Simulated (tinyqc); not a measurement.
## Potential step from the flux

Question. On one interval J = (q mu Vt/hx) [nb B(d) - na B(-d)], B(d) = d/(exp(d) - 1), d = (psi_b - psi_a)/Vt. Find psi_b - psi_a, and the step at which J would vanish.

Values chosen for this exercise:
```
symbol   value        unit                    meaning
T          450           K                temperature
mu        7900  cm^2/(V s)          electron mobility
na      6.7e14       cm^-3   density at the left node
nb      1.5e15       cm^-3  density at the right node
hx         160          nm               node spacing
```

Constants: q = 1.602176634e-19 C, kB = 1.380649e-23 J/K, Vt = kB T/q. Results are converted to the units shown.

J = 16868.074 A/cm^2

Answer. B(d) falls and B(-d) rises with d, so J falls steadily with the step and one value matches. J = 0 needs nb/na = exp(d), the Boltzmann ratio.

psi_b - psi_a = -0.140 V
step for J = 0 = 0.0313 V

tinyqc, about 0.01 s, one thread, Intel Xeon 2.30GHz (shared host): `OMP_NUM_THREADS=1 python tinyqc.py 2220153 2220154 out.jsonl`
